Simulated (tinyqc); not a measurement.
# Oxide trap near a transistor channel: two-state multiphonon kinetics, telegraph noise and bias instability, step by step

A worked calculation. Computed by tinyqc, a small Python program that keeps every step. Command: `OMP_NUM_THREADS=1 python tinyqc.py 3010432 3010433 out.jsonl oxidetrap walk`. One thread of a shared host (Intel(R) Xeon(R) Processor @ 2.30GHz), about 0.01 s of CPU time with the checks. Intermediate numbers are printed to about 6 digits and carried at full precision; extremes and crossings named in words are read from the listed rows.

An n-channel device under positive gate bias. The trap is empty (state 1) or holds an electron (state 2); both states are parabolas of equal curvature, and the electron reservoir is taken at the Fermi level of the channel.

Inputs (values chosen for the exercise, with an insulator like SiO2 on silicon): insulator constant eps_ox = 4.03; insulator thickness t_ox = 2.1 nm; trap depth x from the interface = 0.35 nm; tunnel barrier phi_b = 3.16 eV; tunnelling mass m_ox = 0.43 m_0; trap level above E_F at zero field E_t = -0.027 eV; relaxation energy E_R = 0.87 eV; oxide field F = 1.3 MV/cm; attempt rate k_0 at the interface = 1e+11 1/s; temperature T = 450 K; channel width W = 270 nm; channel length L = 17 nm; frequency f = 6 Hz; stress time t_s = 0.3 s; trap density N_t = 1.2e+17 cm^-3 eV^-1; mean capture barrier mu_c = 1.6 eV; spread of the barriers s_c = 0.13 eV; saturation shift dV_max = 46 mV.

Parts treated: one trap and an ensemble.

Constants: hbar^2/(2 m_0) = 3.80998212 eV angstrom^2; k_B = 8.617333262e-05 eV/K; e = 1.602176634e-19 C; eps_0 = 8.8541878128e-12 F/m.

## Tunnelling factor

kappa = sqrt(2 m_ox phi_b)/hbar = sqrt(m_ox phi_b/(hbar^2/2m_0)); attenuation length lambda = 1/(2 kappa); factor exp(-x/lambda) for a rectangular barrier.

kappa = 5.97195 1/nm

attenuation length lambda = 0.0837247 nm

tunnelling factor = 0.0152929

## Barriers and time constants

E_21 = E_t - e F x is the energy of state 2 over state 1; barriers E_c = (E_R + E_21)^2/(4 E_R), E_e = E_c - E_21; tau_c = exp(E_c/k_B T)/(k_0 P), tau_e = exp(E_e/k_B T)/(k_0 P), P the tunnelling factor; occupation f_2 = tau_e/(tau_c + tau_e); 1/tau_0 = 1/tau_c + 1/tau_e.

E_21 = -0.0725 eV

capture barrier E_c = 0.182760 eV

emission barrier E_e = 0.255260 eV

capture time tau_c = 7.28344e-08 s

emission time tau_e = 4.72390e-07 s

occupation f_2 = 0.866414

tau_0 = 6.31047e-08 s

The two times are within a factor 30 of each other, so the trap switches between both states, though too fast to resolve as telegraph noise.

## Step height and noise

Charge-sheet step dV = e (t_ox - x)/(eps_ox eps_0 W L); Lorentzian spectrum S(f) = 4 dV^2 tau_0^2/((tau_c + tau_e)(1 + (2 pi f tau_0)^2)); corner 1/(2 pi tau_0); variance dV^2 f_2 (1 - f_2) = dV^2 tau_0/(tau_c + tau_e).

threshold step dV = 1.71191 mV

corner frequency = 2.52208e+06 Hz

S(f) = 8.56195e-14 V^2/Hz

root-mean-square noise = 0.582405 mV

f lies below the corner, on the flat part. Random dopants and current percolation, left out here, spread real steps around this value.

## Stress and recovery of one trap

From the zero-field occupation f(0), f(t) = f_2 + (f(0) - f_2) exp(-t/tau_0) under the field; after t_s the field is removed and f relaxes with the zero-field constants.

occupation at zero field = 0.667361

tau_0 at zero field = 8.45116e-08 s

occupation after stress = 0.866414

half-time of recovery = 5.85789e-08 s

## Bias dependence of the times

The formulas are those given above.

Against field:
```
F (MV/cm)  E_21 (eV)    tau_c (s)    tau_e (s)       f_2
0.00        -0.02700  1.26636e-07  2.54063e-07  0.667361
0.39        -0.04065  1.06928e-07  3.05036e-07  0.740443
0.78        -0.05430  9.05368e-08  3.67247e-07  0.802228
1.04        -0.06340  8.11548e-08  4.16259e-07  0.836846
1.30        -0.07250  7.28344e-08  4.72390e-07  0.866414
1.56        -0.08160  6.54473e-08  5.36749e-07  0.891319
1.95        -0.09525  5.58758e-08  6.51594e-07  0.921020
```

ln(tau_c/tau_e) falls by e x/k_B T = 0.903 per MV/cm, which measures the depth x if the change of surface potential with bias is left aside. Over these rows tau_c shortens by 0.36 decades and tau_e lengthens by 0.41; the two share the shift almost equally, as the first and last E_21 average to little against E_R.

## Many traps: 1/f noise

McWhorter number fluctuations for traps uniform in depth and energy: S_V = e^2 k_B T N_t lambda/(W L C_ox^2 f), C_ox = eps_ox eps_0/t_ox. The number of traps within k_B T in energy and one decade in time is N_t k_B T lambda ln(10) W L.

C_ox = 1.69916 microF/cm^2

1/f noise S_V(f) = 1.25779e-09 V^2/Hz

active traps per decade = 0.00411764

With less than one active trap per decade a single device shows separate Lorentzians; 1/f is only the average over many devices. Caution: N_t k_B T lambda ln(10) W L, the number of active traps per decade, is below one, so S_V is only the mean over many devices.

## Many traps: shift under stress

For a normal spread of capture barriers (given for the stress field, with depth and field not resolved, k_0 being taken as the effective rate of the ensemble), traps with barrier below k_B T ln(k_0 t) are filled: dV(t) = (dV_max/2) erfc((mu_c - k_B T ln(k_0 t))/(sqrt(2) s_c)); local exponent n = d ln dV/d ln t (central difference, factor 1.01 in t).

filling front k_B T ln(k_0 t_s) = 0.935498 eV

shift after t_s = 7.34908e-06 mV

local time exponent n = 1.57930

Caution: the shift after t_s is too small to measure: the filling front has hardly reached the barriers.

## Power law or saturation

The extrapolation continues the power law fitted through 10 s and 1000 s.

Against stress time:
```
t (s)      shift (mV)  local exponent  power law (mV)  shift at T + 50 K (mV)
1.00e-03  2.19928e-10         2.07432     5.01208e-08             1.27885e-08
1.00e-01  1.23057e-06         1.67413     7.43205e-06             6.72483e-05
1.00e+01  1.10204e-03         1.27912     1.10204e-03             3.75805e-02
1.00e+03  1.63414e-01         0.89437     1.63414e-01             2.40329e+00
1.00e+05  4.31106e+00         0.53260     2.42315e+01             2.12201e+01
1.00e+07  2.40178e+01         0.22757     3.59311e+03             4.24821e+01
3.00e+08  3.94542e+01         0.07827     1.44196e+05             4.57568e+01
```

The exponent falls from 2.074 to 0.078 as the front climbs the distribution, so the power law overstates the shift at 3e8 s (about ten years) by a factor 3650. Heating by 50 K raises the shift at 1000 s by a factor 14.7: time and temperature enter only through T ln(k_0 t).

Checks made by the program: detailed balance tau_c/tau_e = exp(E_21/k_B T) (relative difference below 1e-10); the integral of S(f) against the variance (relative difference below 1e-10).
